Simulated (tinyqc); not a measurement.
## Metal gate on a two-layer dielectric stack with fixed charge and a dipole: flat band against the thickness t1

Gate, layer 2, layer 1, p-type semiconductor; x runs from the gate inwards. Charges are counted in units of +q. psi is the band bending at the surface, positive towards inversion. Classical charge, Boltzmann statistics, no interface traps.

EOT = 3.9 (t1/e1 + t2/e2), Cox = eps0/(t1/e1 + t2/e2); phi_ms = pM - (chi + Eg - Vt ln(Nv/Na)). Vfb = phi_ms + Vd - (q/eps0) [Q1 (t1/e1 + t2/e2) + Q2 t2/e2 + r1 (t1^2/(2 e1) + t1 t2/e2) + r2 t2^2/(2 e2)]: each charge counts with its electrical distance from the gate. ni = sqrt(Nc Nv) exp(-Eg/(2 Vt)), Eg in volts, pB = Vt ln(Na/ni), Vth = Vfb + 2 pB + sqrt(4 q eps0 eps_r Na pB)/Cox.

Parameters, values chosen for the exercise; band and dielectric values close to those of germanium, layer 1 close to aluminium oxide, layer 2 close to hafnium oxide: temperature T = 250 K; band gap Eg = 0.666 eV; relative permittivity eps_r = 15.9; conduction-band density of states at T Nc = 7.84e18 cm^-3; valence-band density of states at T Nv = 4.58e18 cm^-3; electron affinity chi = 4.03 eV; acceptor density Na = 8.3e16 cm^-3; work function of the gate metal pM = 4.53 eV; relative permittivity of layer 1 e1 = 8.7; thickness of layer 2, next to the gate t2 = 3.5 nm; relative permittivity of layer 2 e2 = 21.2; fixed charge at the semiconductor interface Q1 = 3.3e11 cm^-2; fixed charge between the layers Q2 = -1.8e11 cm^-2; uniform charge density in layer 1 r1 = 0 cm^-3; uniform charge density in layer 2 r2 = -2.3e18 cm^-3; flat-band shift by a dipole layer between the layers Vd = 0 V.

Constants: q = 1.602176634e-19 C, kB = 1.380649e-23 J/K, Vt = kB T/q, eps0 = 8.8541878128e-14 F/cm where lengths are in cm. Results are converted to the units shown.

Result of one run:
```
t1 (nm)	EOT (nm)	Vfb (V)	Vth (V)
3.6	2.2577	-0.096764	0.47265
```

What becomes of these results when the thickness of layer 1, next to the semiconductor t1 is changed from 3.6 to 2.1 nm, all else the same?

Result of the changed run:
```
t1 (nm)	EOT (nm)	Vfb (V)	Vth (V)
2.1	1.5852	-0.086469	0.45679
```

The whole series:
```
t1 (nm)	EOT (nm)	Vfb (V)	Vth (V)
0.5	0.86801	-0.075487	0.43988
1.3	1.2266	-0.080978	0.44834
2.1	1.5852	-0.086469	0.45679
2.9	1.9439	-0.091959	0.46525
3.6	2.2577	-0.096764	0.47265
4.4	2.6163	-0.10225	0.48110
5.2	2.9749	-0.10775	0.48956
6	3.3335	-0.11324	0.49801
```

Vfb falls from -0.0755 to -0.113 V and Vth rises from 0.440 to 0.498 V. The slope dVfb/dEOT is -15.3 mV/nm between the first two rows and -15.3 between the last two: a straight line, set by the charge below the growing layer, which reads as 3.30e11 cm^-2. A line through the end rows meets EOT = 0 at -0.0622 V, against phi_ms + Vd = -0.0796 V; an effective work function read from it is off by 17.4 mV from pM.

tinyqc, about 0.01 s, one thread, Intel Xeon 2.30GHz (shared host): `OMP_NUM_THREADS=1 python tinyqc.py 2010089 2010090 out.jsonl`
